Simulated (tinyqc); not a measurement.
# Quasi-harmonic thermal expansion with mode Grueneisen parameters, step by step

A worked calculation. Computed by tinyqc, a small Python program that keeps every step. Command: `OMP_NUM_THREADS=1 python tinyqc.py 3009297 3009298 out.jsonl qha walk`. One thread of a shared host (Intel(R) Xeon(R) Processor @ 2.30GHz), about 0.02 s of CPU time with the checks. Intermediate numbers are printed to about 5 digits and carried at full precision; extremes and crossings named in words are read from the listed rows.

A crystal with two atoms a cell; per atom there are 1 transverse acoustic (TA), 1/2 longitudinal acoustic (LA) and 3/2 optical (O) modes. Every frequency of group i scales as nu_i (V/V0)^(-gamma_i). The acoustic groups have Debye spectra, density 3 nu^2/nu_i^3 up to nu_i (40 Gauss-Legendre points); the optical group has one frequency. Static energy: E = (9 V0 B0/16) [y^3 B' + y^2 (2 - 4 y)], y = (V0/V)^(2/3) - 1, with pressure P_s = (3 B0/2) (z^7 - z^5) [1 + (3/4)(B' - 4)(z^2 - 1)], z = (V0/V)^(1/3).

Inputs (values chosen for the exercise, modelled on gallium nitride): static volume V0 = 11.4 angstrom^3/atom; static bulk modulus B0 = 193 GPa; static B' = 4.27; frequency nu_TA = 5.42 THz; frequency nu_LA = 9.73 THz; frequency nu_O = 17.7 THz; Grueneisen parameter gamma_TA = -0.21; Grueneisen parameter gamma_LA = 0.86; Grueneisen parameter gamma_O = 1.3; temperature T = 200 K; step factor f = 0.6.

Acoustic groups: Debye.

Constants: h x 1 THz = 4.135667696 meV; k_B = 8.617333262e-05 eV/K; 1 eV/angstrom^3 = 160.2176634 GPa.

## Mode groups at the static volume

For a mode with x = h nu/(k_B T), n = 1/(exp(x) - 1): U = h nu (n + 1/2), C/k_B = x^2 n (n + 1); U_i and C_i sum these over group i with its weight per atom. Phonon pressure P_ph = sum_i gamma_i U_i/V.

Groups:
```
group  h nu_i/(k_B T)  U_i (meV)  C_i (k_B)  gamma_i C_i (k_B)
TA             1.3006     18.664    0.92028           -0.19326
LA             2.3348     10.828    0.38639            0.33230
O              4.2473     56.494    0.39833            0.51783
```

phonon pressure at V0 = 1.1080 GPa

## Grueneisen's estimate

gamma_th = sum gamma_i C_i / sum C_i; volume expansion coefficient alpha_V = gamma_th C k_B/(B0 V0); linear coefficient alpha_V/3; first-order volume change P_ph/B0.

heat capacity C at V0 = 1.7050 k_B/atom

gamma_th at V0 = 0.38526

linear expansion, Grueneisen estimate = 1.3740 ppm/K

first-order volume change = 0.57407 %

The negative gamma_TA is outweighed by the other groups at this T.

## Equilibrium volume by iteration

Start at V0 and step V(new) = V [1 + f (P_s + P_ph)/B0]; stop when |P_s + P_ph| < 1e-8 GPa, after 60 steps, or when V leaves 0.7 to 1.3 V0.

Iterations:
```
step  V (angstrom^3)  P_s + P_ph (GPa)
0             11.400        1.1080e+00
1             11.439        4.4119e-01
2             11.455        1.7812e-01
3             11.461        7.2304e-02
4             11.464        2.9414e-02
5             11.465        1.1977e-02
6             11.465        4.8785e-03
7             11.466        1.9874e-03
8             11.466        8.0968e-04
...              ...               ...
13            11.466        9.0894e-06
14            11.466        3.7032e-06
15            11.466        1.5088e-06
16            11.466        6.1471e-07
17            11.466        2.5045e-07
18            11.466        1.0204e-07
19            11.466        4.1573e-08
20            11.466        1.6938e-08
21            11.466        6.9009e-09
```

converged (1 yes, 0 no) = 1

volume V(T) = 11.466 angstrom^3/atom

Converged at step 21; the volume lies +0.576 % from V0.

## Properties at the equilibrium volume

B_T = -V d(P_s + P_ph)/dV at fixed T (central difference, step 1e-4 V); alpha_V = sum gamma_i C_i k_B/(B_T V), all at V(T); the linear coefficient is alpha_L = alpha_V/3. C_P - C_V = alpha_V^2 B_T V T; the optical frequency is nu_O (V/V0)^(-gamma_O).

volume change from V0 = 0.57583 %

isothermal bulk modulus B_T = 190.61 GPa

linear expansion coefficient = 1.4043 ppm/K

C_V = 1.7128 k_B/atom

C_P - C_V = 5.6192e-04 k_B/atom

optical frequency at V(T) = 17.568 THz

B_T lies -1.24 % from the static B0, and the Grueneisen estimate at V0 differs from this expansion coefficient by -2.2 %.

## Zero-point expansion

At T = 0, U_i is the zero-point energy (h nu/2 a mode); solve P_s + P_ph = 0.

volume at T = 0 = 11.463 angstrom^3/atom

zero-point volume change = 0.55515 %

## Expansion against temperature

V(T) solves P_s + P_ph = 0. The Grueneisen estimate uses C_i, V0 and B0 at the static volume; gamma_th = sum gamma_i C_i / sum C_i is taken at V(T).

Quasi-harmonic results:
```
T (K)  V/V0 - 1 (%)  B_T (GPa)  alpha_L (ppm/K)  alpha_L, Grueneisen estimate  gamma_th
20           0.5551     190.91          -0.0099                       -0.0100  -0.12321
40           0.5550     190.91          -0.0545                       -0.0551  -0.10418
70           0.5544     190.90          -0.0432                       -0.0455  -0.03138
100          0.5546     190.89           0.1147                        0.1084   0.05690
150          0.5602     190.80           0.6755                        0.6568   0.23606
220          0.5852     190.51           1.6847                        1.6506   0.43557
300          0.6376     190.02           2.5980                        2.5518   0.55531
450          0.7796     188.89           3.5433                        3.4771   0.64558
700          1.0752     186.86           4.1579                        4.0566   0.69091
1000         1.4687     184.35           4.4396                        4.2941   0.70753
```

alpha_L is negative up to 70 K among these rows and changes sign before 100 K, once the LA and optical groups take up heat. gamma_th moves from -0.12, near gamma_TA = -0.21, to 0.71, near the average over all modes, 0.72, as the stiffer groups take up their share of C. B_T changes by -3.4 % over the table, and at the highest T the estimate at fixed V0 and B0 is off by -3.3 %.

Checks made by the program: zero of the pressure against the minimum of F(V) = E + F_ph (relative difference 7e-09); alpha against the slope of V(T) (relative difference 4e-08).
